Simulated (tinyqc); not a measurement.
Surface photovoltage measurement of the minority-carrier diffusion length in a wafer: one step, computed by the program tinyqc.

Low injection, steady light, a depletion layer much thinner than 1/alpha and L. The excess density dn is taken at the front edge of the neutral region; light that reaches the back is lost.

Problem. One wavelength. alpha = (84.732/lambda - 76.417)^2 per cm with lambda in micrometre (an empirical fit for silicon between 0.7 and 1.05 micrometre). Thick wafer: dn = Phi L/((S_f + D/L)(L + 1/alpha)). Finite wafer, with s = S_b L/D, w = W/L, a = alpha L: dn = [Phi a/(a^2 - 1)] [a - B - exp(-alpha W)(a - s)/(cosh w + s sinh w)]/(S_f + B D/L), B = (sinh w + s cosh w)/(cosh w + s sinh w). Photovoltage V = (k_B T/e) ln(1 + dn/n_0). Lifetime = L^2/D.

Inputs (values chosen for the exercise, modelled on p-type silicon at room temperature):
```
quantity,value,unit
diffusion length L,340,micrometre
wafer thickness W,775,micrometre
diffusivity D,25.6,cm^2/s
front recombination velocity S_f,900,cm/s
back recombination velocity S_b,910000,cm/s
photon flux entering,4.2e+11,1/(cm^2 s)
minority density at the surface barrier scale n_0,4e+10,1/cm^3
temperature T,298,K
wavelength,997,nm
```

Constants: k_B = 8.617333262e-05 eV/K.

Give: alpha; penetration depth 1/alpha; dn, thick wafer; B; dn, finite wafer; photovoltage V; lifetime.

Solution.

alpha = 73.44 1/cm

penetration depth 1/alpha = 136.2 micrometre

dn, thick wafer = 1.814e+08 1/cm^3

B = 1.021

dn, finite wafer = 1.773e+08 1/cm^3

photovoltage V = 0.1135 mV

lifetime = 45.15625 microsecond
